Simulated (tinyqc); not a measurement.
Silicon n-p-n transistor, Gummel numbers and transit times: two steps of the calculation.

One-dimensional n-p-n transistor in the forward active mode at low injection. In the base p(x) = NB exp(-eta x/wb) and ni(x)^2 = ni^2 exp((g0 + g1 x/wb)/Vt); electrons leave the base at vsat; band spikes at the emitter junction and recombination inside the emitter are ignored.

Values chosen for this exercise; band and dielectric values close to those of silicon:

| symbol | value | unit | meaning |
|---|---|---|---|
| T | 350 | K | temperature |
| Eg | 1.11 | eV | band gap |
| eps_r | 11.6 |  | relative permittivity |
| Nc | 3.59e19 | cm^-3 | conduction-band density of states at T |
| Nv | 3.39e19 | cm^-3 | valence-band density of states at T |
| vsat | 9.81e6 | cm/s | saturation velocity |
| wb | 130 | nm | neutral base width |
| NB | 1e18 | cm^-3 | base doping at the emitter edge |
| eta | 0 |  | doping falls as exp(-eta x/wb) |
| g0 | 0 | eV | gap reduction at the emitter edge of the base |
| g1 | 0 | eV | further gap reduction across the base (linear) |
| Dn | 12 | cm^2/s | electron diffusion coefficient in the base |
| NE | 1.3e20 | cm^-3 | emitter doping |
| gE | 0.068 | eV | gap reduction in the emitter (negative: wider gap) |
| we | 95 | nm | neutral emitter width |
| Dp | 2.4 | cm^2/s | hole diffusion coefficient in the emitter |
| Se | 4e5 | cm/s | recombination velocity at the emitter contact |
| tb | 8e-7 | s | electron lifetime in the base |
| NC | 1.6e16 | cm^-3 | collector doping |
| VCB | 1.9 | V | collector-base reverse bias |

Constants: q = 1.602176634e-19 C, kB = 1.380649e-23 J/K, Vt = kB T/q, eps0 = 8.8541878128e-14 F/cm where lengths are in cm. Results are converted to the units shown.

Question 1. Base Gummel number and transit time. f(x) = p(x) ni^2/ni(x)^2; I(x) = integral from x to wb of f/Dn, plus f(wb)/vsat; base Gummel number GB = I(0); electron density per unit flux n/(J/q) = I/f; base transit time tauB = integral of I/f over the base. Trapezoid rule on 8 equal steps.

Find: x; f; I; I/f; GB; tauB.

Answer 1.

```
point  x (nm)  f (cm^-3)  I (s/cm^4)  I/f (s/cm)
0        0.00  1.0000e18   1.1853e12   1.1853e-6
1       16.25  1.0000e18   1.0499e12   1.0499e-6
2       32.50  1.0000e18   9.1444e11   9.1444e-7
3       48.75  1.0000e18   7.7902e11   7.7902e-7
4       65.00  1.0000e18   6.4360e11   6.4360e-7
5       81.25  1.0000e18   5.0819e11   5.0819e-7
6       97.50  1.0000e18   3.7277e11   3.7277e-7
7      113.75  1.0000e18   2.3735e11   2.3735e-7
8      130.00  1.0000e18   1.0194e11   1.0194e-7
```

GB = 1.1853e12 s/cm^4
tauB = 8.3668 ps

Question 2. Gain, Early voltage and collector delay. ni = sqrt(Nc Nv) exp(-Eg/(2 Vt)), Eg in volts; GE = NE exp(-gE/Vt)(we/Dp + 1/Se); JC = J0 exp(VBE/Vt), J0 = q ni^2/GB; gain limited by back injection GE/GB, by base recombination tb/tauB, together 1/beta = the sum of the inverses; collector layer one-sided, Wc = sqrt(2 eps0 eps_r (Vbc + VCB)/(q NC)), Vbc = Vt ln(p(wb) NC/ni^2), Cjc = eps0 eps_r/Wc; Early voltage VA = GB q p(wb)/(f(wb) Cjc [1/Dn - (eta + g1/Vt)/(wb vsat)]), f(wb) = p(wb) exp(-(g0 + g1)/Vt), p(wb) = NB exp(-eta); tauC = Wc/(2 vsat).

GB = 1.1852701e12 s/cm^4
tauB = 8.3668451 ps

Wanted: ni; GE; J0; GE/GB; tb/tauB; beta; Wc; Cjc; VA; tauC.

Answer 2.

ni = 3.556e11 cm^-3
GE = 8.809e13 s/cm^4
J0 = 1.710e-8 A/cm^2
GE/GB = 74.32
tb/tauB = 9.562e4
beta = 74.26
Wc = 462.6 nm
Cjc = 0.2220 fF/um^2
VA = 102.6 V
tauC = 2.358 ps

The gain is limited more by back injection into the emitter. beta VA = 7620 V.

Range of the model: Heavy doping makes emitter or base degenerate; gE and g0 are to be read as apparent gap changes that include this.

Computed by the program tinyqc: `OMP_NUM_THREADS=1 python tinyqc.py 2320008 2320009 out.jsonl`, one thread of a shared Intel Xeon 2.30GHz, about 0.01 s for the whole run.
